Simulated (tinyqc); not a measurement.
Inside a calculation. Method: UKS/B3LYP (VWN-RPA form) in the sto-3g basis, for H3, spin multiplicity 2. One step of it, computed by the program tinyqc.

Problem. Iteration 18 (converged): orbitals. Diagonalise F' = X^T F X, C = X C', fill 2 alpha and 1 beta electrons from the bottom; D(s) = C_occ C_occ^T. Each column has its largest component positive (the first on a tie).

converged F(alpha) (hartree), lower triangle:
```
,1H 1s,2H 1s,3H 1s
1H 1s,-0.142506
2H 1s,-0.213000,-0.237369
3H 1s,-0.213000,-0.030081,-0.237369
```

converged F(beta) (hartree), lower triangle:
```
,1H 1s,2H 1s,3H 1s
1H 1s,-0.213865
2H 1s,-0.199827,-0.050693
3H 1s,-0.199827,-0.043662,-0.050693
```

X, lower triangle:
```
,1H 1s,2H 1s,3H 1s
1H 1s,1.092181
2H 1s,-0.183907,1.045211
3H 1s,-0.183907,0.026168,1.045211
```

Give: F' = X^T F X; orbital energies; coefficients C; F' = X^T F X; orbital energies; coefficients C; D(alpha) after iteration 18; D(beta) after iteration 18.

Solution.

F' = X^T F X (alpha) (hartree), lower triangle:
```
,1,2,3
1,-0.017
2,-0.182,-0.182
3,-0.182,0.033,-0.182
```

orbital energies (alpha) (hartree): MO1 -0.349, MO2 -0.215, MO3 0.183

coefficients C (alpha):
```
,MO1,MO2,MO3
1H 1s,0.464,0.000,1.022
2H 1s,0.486,0.721,-0.610
3H 1s,0.486,-0.721,-0.610
```

F' = X^T F X (beta) (hartree), lower triangle:
```
,1,2,3
1,-0.101
2,-0.186,0.014
3,-0.186,0.021,0.014
```

orbital energies (beta) (hartree): MO1 -0.304, MO2 -0.007, MO3 0.238

coefficients C (beta):
```
,MO1,MO2,MO3
1H 1s,0.704,0.000,0.874
2H 1s,0.319,0.721,-0.712
3H 1s,0.319,-0.721,-0.712
```

D(alpha) after iteration 18, lower triangle:
```
,1H 1s,2H 1s,3H 1s
1H 1s,0.216
2H 1s,0.226,0.755
3H 1s,0.226,-0.283,0.755
```

D(beta) after iteration 18, lower triangle:
```
,1H 1s,2H 1s,3H 1s
1H 1s,0.496
2H 1s,0.224,0.101
3H 1s,0.224,0.101,0.101
```
